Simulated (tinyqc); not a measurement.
A transmission-line measurement read back: specific resistance of a metal-semiconductor contact and its transmission-line measurement. Computed by tinyqc, a small Python program. Command: `OMP_NUM_THREADS=1 python tinyqc.py 3009093 3009094 out.jsonl contact walk`. One thread of a shared host (Intel(R) Xeon(R) Processor @ 2.30GHz), about 0.01 s of CPU time with the checks.

The barrier is parabolic (depletion approximation), energies E are normal energies counted from the band edge in the neutral semiconductor (downwards for holes), and the bias is zero. xi is an input, held fixed when other inputs move.

Inputs (values chosen for the exercise, modelled on p-type silicon): tunnelling mass m = 0.35 m_0; permittivity eps = 11.7; Richardson constant A* = 30.9 A/(cm^2 K^2); barrier height phi_B = 0.34 eV; doping N = 8.8e+19 1/cm^3; Fermi level above the band edge in the bulk, xi = 0.049 eV; temperature T = 400 K; sheet resistance R_sh = 170 ohm; contact length d = 2.3 micrometre; contact width W = 2 micrometre.

Image-force lowering: left out.

Constants: hbar = 1.054571817e-34 J s; eps_0 = 8.8541878128e-12 F/m; m_0 = 9.1093837015e-31 kg; k_B = 8.617333262e-05 eV/K; e = 1.602176634e-19 C.

Method:
- E_00 = (e hbar/2) sqrt(N/(eps eps_0 m)); band bending E_b = phi_B + xi; depletion width w = sqrt(2 eps eps_0 E_b/(e^2 N)).
- WKB transmission for E < E_b, with a = E/E_b: D = exp{-(E_b/E_00) [sqrt(1 - a) - a ln((1 + sqrt(1 - a))/sqrt(a))]}; D = 1 above.
- At zero bias 1/rho_c = (e A*/k_B^2) int D(E) f(E) dE, f = 1/(1 + exp((E - xi)/k_B T)); 200 Gauss-Legendre points from 0 to E_b, and k_B T ln(1 + exp((xi - E_b)/k_B T)) for the part above the barrier; the share of tunnelling is the part below.
- Transmission-line model: transfer length L_T = sqrt(rho_c/R_sh); R_c = (R_sh L_T/W) coth(d/L_T). Limits: rho_c/(W d) for d << L_T, sqrt(rho_c R_sh)/W for d >> L_T.
- Transmission-line model: transfer length L_T = sqrt(rho_c/R_sh); R_c = (R_sh L_T/W) coth(d/L_T). Two contacts a gap s apart give R = 2 R_c + R_sh s/W. A straight-line fit gives R_sh from the slope and R_c from the intercept; the simple reading takes L_x = R_c W/R_sh as the transfer length and rho_c = R_sh L_x^2.

R_c W = 37.7548 ohm micrometre

contact resistance R_c = 18.8774 ohm

specific contact resistance rho_c = 8.38485e-08 ohm cm^2

Resistances:
```
gap s (micrometre)  R (ohm)
0.22                  56.45
0.44                  75.15
0.89                 113.40
1.80                 190.75
3.60                 343.75
```

L_x = 0.22209 micrometre

rho_c by the simple reading = 8.3849e-08 ohm cm^2

simple reading over true value = 1.0000

The simple reading is right, since coth(d/L_T) is 1 for so long a contact.
